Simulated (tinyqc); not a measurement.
# Worked calculation: capacitance measurement on a leaky thin oxide: effects of series resistance and leakage

Computed by the program tinyqc: `OMP_NUM_THREADS=1 python tinyqc.py 2022127 2022128 out.jsonl`, one thread of a shared Intel Xeon 2.30GHz, about 0.01 s for the whole run. Printed values are rounded.

The device is a capacitance C in parallel with a leakage conductance G, in series with Rs and Ls. An impedance meter reports either a parallel pair (Cp, Gp) from Y = 1/Z = Gp + i w Cp or a series pair (Cs, Rm) from Z = Rm + 1/(i w Cs); w = 2 pi f, dissipation D = Gp/(w |Cp|).

Inputs (values chosen for the exercise); values of the order met in thin-oxide MOS capacitors:
```
symbol  value    unit                                                                 meaning
eox      24.8          relative permittivity of the gate insulator (close to zirconium oxide)
tox         9      nm                                                     insulator thickness
A       10000    um^2                                                               gate area
zc       0.32      nm              oxide-equivalent thickness added by the accumulation layer
zp          0      nm                      oxide-equivalent thickness added by gate depletion
Jg        1.4  A/cm^2              gate leakage current density, not matched to the thickness
Vs       0.43       V                               voltage for an e-fold rise of the leakage
Rs         67     ohm                                                       series resistance
Ls          0      nH                                                       series inductance
f         1e5      Hz                                                     measuring frequency
```

Constants: eps0 = 8.8541878128e-14 F/cm where lengths are in cm. Results are converted to the units shown.

## True capacitance and conductance

EOT = 3.9 tox/eox; CET = EOT + zc + zp; C = 3.9 eps0 A/CET; G = Jg A/Vs.

EOT = 1.41532 nm
CET = 1.73532 nm
C = 198.991 pF
G = 325.581 uS

## What the meter reports

Z = Rs + i w Ls + 1/(G + i w C).

Z = 2743.69-1027.90i ohm
Cp = 190.573 pF
Gp = 319.612 uS
Cs = 1548.35 pF
D = 2.66921

Cp is 4.2 % below C and Cs is 7.78 times it; G Rs = 0.0218, w C Rs = 0.00838 and G/(w C) = 2.60.
